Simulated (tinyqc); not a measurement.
Inside a calculation. Model: floating body of a partially depleted SOI transistor: body voltage and kink.

Program tinyqc, `OMP_NUM_THREADS=1 python tinyqc.py 2182065 2182066 out.jsonl`; Intel Xeon 2.30GHz, shared host, one thread, about 0.2 s. Printed values are rounded.

Source at 0 V. Channel current Ic = 2 nf K Vt^2 [F(0) - F(Vd)](1 + la Vd), F(V) = ln^2(1 + exp((Vg - VT - nf V)/(2 nf Vt))), VT = VT0 - gb Vb. Saturation voltage Vs = 2 Vt sqrt(F(0)) + 3 Vt, excess Ve = (Vd - Vs + sqrt((Vd - Vs)^2 + 0.0004 V^2))/2, multiplication M1 = Ai Ve exp(-Bl/Ve). Each junction passes D(v) = J1 (exp(v/Vt) - 1) + J2 (exp(v/(2 Vt)) - 1). Bipolar current Ib = bb J1 (exp(Vb/Vt) - 1). The body settles where M1 (Ic + Ib) = D(Vb) + D(Vb - Vd) + Vb/Rb; drain current Id = (1 + M1)(Ic + Ib) - D(Vb - Vd).

Inputs (values chosen for the exercise); values of the order met in partially depleted silicon-on-insulator transistors: temperature T = 330 K; threshold at zero body voltage VT0 = 0.4 V; fall of the threshold per volt of body voltage gb = 0.26; slope factor nf = 1.34; gain factor per width K = 180 uA/(V^2 um); channel-length modulation factor la = 0.05 1/V; impact-ionisation prefactor Ai = 2.07 1/V; impact-ionisation voltage Bl = 6.5 V; diffusion saturation current of each junction J1 = 1.2e-11 uA/um; recombination saturation current of each junction J2 = 1e-8 uA/um; gain of the lateral bipolar transistor on the diffusion current bb = 1; resistance of a weak body tie to the source (1e9 stands for no tie, and the term is then dropped) Rb = 1e5 kohm um; gate voltage Vg = 0.94 V; drain voltage Vd = 2.3 V.

Constants: q = 1.602176634e-19 C, kB = 1.380649e-23 J/K, Vt = kB T/q. Results are converted to the units shown.

Range of the model: The multiplication law is an empirical form chosen for the exercise; self-heating and capacitive coupling to the body are left out, and the linear laws are rough once Vb passes about 0.7 V or M1 about 0.1.

## Starting value

Vb = 0.67 V.

Vb at the start = 0.67 V

## Iteration 1: new Vb

Current into the body I_in = M1 (Ic + Ib) - D(Vb - Vd), current out I_out = D(Vb) + Vb/Rb; f = ln(I_in/I_out), s = df/dVb by central differences over 1e-5 V, Vb(new) = Vb - f/s.

Ic = 38.1997 uA/um
Ve = 1.68176 V
M1 = 0.0729767
I_in = 2.80264 uA/um
I_out = 0.212867 uA/um
f = 2.57765
s = -33.6469 1/V
Vb after iteration 1 = 0.746609 V

## Iteration 2: new Vb

As before.

Ic = 40.3599 uA/um
Ve = 1.66690 V
M1 = 0.0698815
I_in = 3.03215 uA/um
I_out = 3.04241 uA/um
f = -0.00337734
s = -32.5090 1/V
Vb after iteration 2 = 0.746505 V

## Course of the iteration

Stop when the step is below 1e-10 V, or after 40 iterations.

Course of the iteration:
```
iteration  Vb before the step (V)  step (V)
1                            0.67    0.0766
2                        0.746609  -1.04e-4
3                        0.746505   1.22e-8
4                        0.746505   < 1e-14
```

Converged in 4 iterations.

## Drain current with floating and with grounded body

converged Vb = 0.746505 V

Id and VT at the converged Vb, Id at Vb = 0, their ratio, and the bipolar share Ib/(Ic + Ib).

VT = 0.205909 V
Id, floating = 46.4072 uA/um
Id, grounded = 24.1083 uA/um
ratio = 1.92495
bipolar share = 6.95979 %

The body rises to 0.747 V and lowers the threshold by 194 mV.
